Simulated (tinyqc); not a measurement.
Time-dependent dielectric breakdown: cell percolation, Weibull statistics, area scaling and voltage extrapolation: one step, computed by the program tinyqc. Command: `OMP_NUM_THREADS=1 python tinyqc.py 3027665 3027666 out.jsonl tddb walk`. One thread of a shared host (Intel(R) Xeon(R) Processor @ 2.30GHz), about 0.01 s of CPU time with the checks.

The oxide is divided into columns of area a^2, each holding m = t_ox/a cells (m is taken as continuous). A share lambda(t) = (t/t_1)^alpha of the cells is defective, and a column whose cells are all defective breaks down.

Task: A sample of breakdown times. Each device fails at t = t63 (-ln(1 - u))^(1/beta). Sort the times; median rank F_i = (i - 0.3)/(n_s + 0.4) for n_s devices; W = ln(-ln(1 - F_i)).

characteristic life t63 = 5058.506 s

uniform random numbers u: 0.9622  0.4183  0.7549  0.5649  0.6455  0.5160  0.0726  0.9864  0.0800

Weibull slope beta = 1.073333

Give: Weibull plot.

Result:

Weibull plot:
```
i  t (s)      F_i    ln t        W
1    455  0.07447  6.1201  -2.5589
2    500  0.18085  6.2142  -1.6120
3   2858  0.28723  7.9578  -1.0829
4   3752  0.39362  8.2301  -0.6927
5   4263  0.50000  8.3577  -0.3665
6   5233  0.60638  8.5627  -0.0700
7   6949  0.71277  8.8464   0.2211
8  15279  0.81915  9.6342   0.5365
9  19679  0.92553  9.8873   0.9545
```

Caution: t_1 is an input here; in a real oxide it changes with thickness at fixed voltage.
